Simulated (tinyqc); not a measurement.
Fully depleted semiconductor-on-insulator film with two gates, non-linear Poisson equation by Newton steps: one step of the calculation.

One dimension across the film, front interface at x = 0, back interface at x = ts. psi is counted from the intrinsic level, n = ni exp(psi/Vt) (source grounded), holes neglected, acceptors ionised. Gates act through Cox = eps0 eox/tox and Cbox = 3.9 eps0/tb with potentials G1 = Vg - (phiM - chi - Vt ln(Nc/ni)) and G2 = Vb - (phiB - chi - Vt ln(Nc/ni)). Classical Boltzmann densities, no interface charge, no depletion in the back plane.

Task. Electron sheet density, centroid and oxide fields. n_i = ni exp(psi_i/Vt); N_inv = sum w_i n_i with w = ts/8, halved at the ends; centroid sum w n x/N_inv; fields (G1 - psi_0)/tox and (G2 - psi_8)/tb.

Inputs (values chosen for the exercise); band and dielectric values close to those of silicon: temperature T = 300 K; insulator thickness tox = 3 nm; film thickness ts = 6.6 nm; buried-oxide thickness (eps_r 3.9) tb = 32 nm.

Constants: q = 1.602176634e-19 C, kB = 1.380649e-23 J/K, Vt = kB T/q. Results are converted to the units shown.

| node | converged psi (V) |
|---|---|
| 0 | 0.48925067 |
| 1 | 0.47763774 |
| 2 | 0.46724517 |
| 3 | 0.45766935 |
| 4 | 0.44865779 |
| 5 | 0.44004474 |
| 6 | 0.43171758 |
| 7 | 0.42359787 |
| 8 | 0.41563000 |

ni = 1.0773943e10 cm^-3
G1 = 0.51070395 V
G2 = -0.48929605 V

Give: n; N_inv; centroid; field in the front oxide; field in the buried oxide.

Result.

| node | n (cm^-3) |
|---|---|
| 0 | 1.7841e18 |
| 1 | 1.1385e18 |
| 2 | 7.6164e17 |
| 3 | 5.2587e17 |
| 4 | 3.7110e17 |
| 5 | 2.6595e17 |
| 6 | 1.9271e17 |
| 7 | 1.4077e17 |
| 8 | 1.0343e17 |

N_inv = 3.5808e11 cm^-2
centroid = 1.8264 nm
field in the front oxide = 0.071511 MV/cm
field in the buried oxide = -0.28279 MV/cm

The centroid lies at 0.28 of the film, near the front interface.

Range of the model: In so thin a film or at such density quantum confinement moves the charge away from the interfaces and raises the threshold.

Computed by the program tinyqc: `OMP_NUM_THREADS=1 python tinyqc.py 2190062 2190063 out.jsonl`, one thread of a shared Intel Xeon 2.30GHz, about 0.3 s for the whole run.
